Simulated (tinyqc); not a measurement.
Convergence with the basis: effective-mass impurity with a central-cell term, in a basis of Slater functions. Computed by tinyqc, a small Python program. Command: `OMP_NUM_THREADS=1 python tinyqc.py 3011594 3011595 out.jsonl centralcell walk`. One thread of a shared host (Intel(R) Xeon(R) Processor @ 2.30GHz), about 0.01 s of CPU time with the checks.

The envelope obeys H = -nabla^2 - (2/r) [Z + A exp(-kappa r)] in effective units, with kappa = a*/lambda; positive A deepens the well near the core.

Inputs (values chosen for the exercise, with mass and screening modelled on GaSb):
```
quantity                   value      unit
effective mass m            0.04       m_0
dielectric constant eps     16.2         -
charge Z of the core           1         -
central-cell strength A      -44         -
central-cell range lambda    1.9  angstrom
smallest exponent zeta_1    0.42      1/a*
ratio beta of exponents      3.1         -
```

Impurity: donor, one isotropic band.

Constants: Ry = 13.605693123 eV; a_0 = 0.529177210903 angstrom.

Method:
- Units: Ry* = Ry m/eps^2 and a* = a_0 eps/m, with m in m_0.
- kappa = a*/lambda; the hydrogenic ground state is bound by Z^2 Ry*.
- For s functions exp(-zeta r), with s = zeta_i + zeta_j: S = 2/s^3, T = zeta_i zeta_j S, V = -2 Z/s^2, W = -2 A/(s + kappa)^2; each function is normalised by dividing by sqrt(S_ii S_jj).
- Large basis: zeta_i = 0.06 x 1.6^(i-1), i = 1..22, same formulas; for p functions r exp(-zeta r): S = 24/s^5, T = zeta_i zeta_j S (centrifugal term included), V = -12 Z/s^4, W = -12 A/(s + kappa)^4; overlap eigenvalues below 1e-11 are dropped.
- Binding energies are -E Ry*; the effective quantum number is nu = Z/sqrt(-E); |psi(0)|^2 is given relative to the hydrogenic Z^3/(pi a*^3).
- zeta_i = zeta_1 beta^(i-1), i = 1..n.
- The error is the lowest level above the large-basis value.

kappa = 112.798 1/a*

Ry* = 2.07372 meV

1s binding energy = 2.03502 meV

Error of the 1s level:
```
n  error (meV)  largest exponent (1/a*)
1      0.66308               4.2000e-01
2      0.10833               1.3020e+00
3      0.05198               4.0362e+00
4      0.05192               1.2512e+01
5      0.04232               3.8788e+01
6      0.04232               1.2024e+02
7      0.04231               3.7275e+02
8      0.04230               1.1555e+03
```

What follows from these numbers?

The error falls from 0.663 to 0.0423 meV. The last function changes it by less than 5 %: it has levelled off, and what remains is set by beta and zeta_1, not by the range of exponents.

Extremes, crossings and ranges named in words are read from the listed rows.
